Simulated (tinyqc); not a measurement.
Current crowding under a contact, resistor ladder against the transmission-line model: one step of the calculation.

A metal contact of length d and width W on a thin layer of the same width. The metal has no resistance, the sheet resistance under it equals Rsh, and current enters the layer at the front edge x = 0.

Task. The transmission-line result. Transfer length Lt = sqrt(rc/Rsh); front resistance Rc = (Rsh Lt/W) coth(d/Lt); end resistance Re = (Rsh Lt/W)/sinh(d/Lt). v(x) = I (Rsh Lt/W) cosh((d - x)/Lt)/sinh(d/Lt) at the cell centres x = (i - 1/2) d/n.

Parameters, values chosen for the exercise:
- Rsh = 2600 ohm/sq (sheet resistance of the semiconductor layer)
- rc = 7.7e-9 ohm cm^2 (specific contact resistivity)
- d = 0.069 um (contact length)
- W = 1 um (contact width)
- n = 10 (cells)
- I = 0.1 mA (current)

Give: Lt; Rc; Re; v(x).

Result.

Lt = 0.01721 um
Rc = 44.77 ohm
Re = 1.624 ohm

```
cell,v(x) (mV)
1,3.665
2,2.456
3,1.647
4,1.106
5,0.746
6,0.507
7,0.350
8,0.251
9,0.193
10,0.166
```

The ladder's Rc is 2.0 % above this value, with cells 0.40 Lt long.

Range of the model: Lt is below 20 nm, near the thickness of a real layer, where current spreads in depth and the line model fails.

Numbers from tinyqc (`OMP_NUM_THREADS=1 python tinyqc.py 2760093 2760094 out.jsonl`; about 0.01 s on one thread of a shared Intel Xeon 2.30GHz).
